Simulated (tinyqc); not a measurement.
The window in starting coverage: bottom-up copper filling of a trench by curvature-enhanced accelerator coverage. Computed by tinyqc, a small Python program. Command: `OMP_NUM_THREADS=1 python tinyqc.py 3025591 3025592 out.jsonl superfill walk`. One thread of a shared host (Intel(R) Xeon(R) Processor @ 2.30GHz), about 0.07 s of CPU time with the checks.

A rectangular trench keeps vertical walls and a flat floor. An accelerator floats on the surface; where area is lost in the corners it is passed on to the floor.

Inputs (values chosen for the exercise, close to those used for damascene copper plating):
```
quantity                                           value     unit
trench width w                                        46       nm
aspect ratio h/w                                     1.1        -
exchange current of the suppressed surface i_0     0.022  mA/cm^2
exchange current of the accelerated surface i_1      0.9  mA/cm^2
transfer coefficient alpha                          0.51        -
overpotential eta                                   0.08        V
adsorption rate k_a                              0.00039      1/s
cupric ion concentration C                          0.28    mol/l
diffusivity D                                    3.7e-06   cm^2/s
boundary layer delta                                  62       um
temperature T                                        298        K
```

Constants: e = 1.602176634e-19 C; N_A = 6.02214076e+23 1/mol; k_B = 8.617333262e-05 eV/K.

Method. Kinetic current i_k = [i_0 (1 - theta) + i_1 theta] exp(alpha eta/(k_B T)), limit i_L = 2 F D C/delta, i = 1/(1/i_k + 1/i_L); velocity v = i Omega/(2F), Omega = 7.11 cm^3/mol, F = e N_A. Depletion inside the trench is ignored. Half width x, floor height y, depth h = aspect ratio x w. dx/dt = -v_s, dy/dt = v_b. d theta_b/dt = k_a (1 - theta_b) + [theta_s v_b + theta_b v_s]/x: the floor takes the accelerator of the wall it covers and keeps its own as it narrows. d theta_s/dt = k_a (1 - theta_s). theta_b is capped at 1. Integrate (tolerance 1e-9) until the walls meet (x = 0.02 w/2) or the floor passes the original mouth y = h. Start: x = w/2, y = 0, theta_b = theta_s = theta_0. Height filled = y/h, opening left = x/(w/2).

Outcome:
```
theta_0  v(1)/v(theta_0)  height filled  opening left  time (s)
0.001             34.728         1.0000       0.14043    197.92
0.003             32.261         1.0000       0.14309    193.79
0.010             25.843         1.0000       0.15277    179.99
0.020             20.134         1.0000       0.16665    162.14
0.050             12.135         1.0000       0.20024    121.09
0.100              7.331         1.0000       0.21806     82.91
0.200              4.127         1.0000       0.15746     54.03
0.400              2.242         0.8640       0.02000     35.05
0.800              1.213         0.5346       0.02000     19.12
```

The fill succeeds for theta_0 from 0.001 to 0.2 among these rows, with the widest margin at 0.1. Too much speeds the walls as well and removes the contrast.
